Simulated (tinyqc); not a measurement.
Gas flow in a process chamber: flow regimes, conductance, effective pumping speed, pump-down, outgassing and purge: one step, computed by the program tinyqc.

Ideal gas, isothermal flow, a pump of constant speed at the end of a round pipe; process gas, volume gas and outgassing are given the same properties. 1 sccm = 101325 Pa x 1e-6 m^3/60 s x T/273.15 K.

Question. Purging a well-mixed chamber. With steady flow a contaminant decays as exp(-t/residence time); gas used = flow x time.

Inputs (values chosen for the exercise, modelled on oxygen near room temperature): temperature T = 300 K; process gas flow = 77 sccm.

residence time = 0.08963959 s

Give: time to dilute 1e3 times; time to dilute 1e6 times; gas used for 1e6.

Answer.

time to dilute 1e3 times = 0.6192 s

time to dilute 1e6 times = 1.238 s

gas used for 1e6 = 1.589 standard cm^3
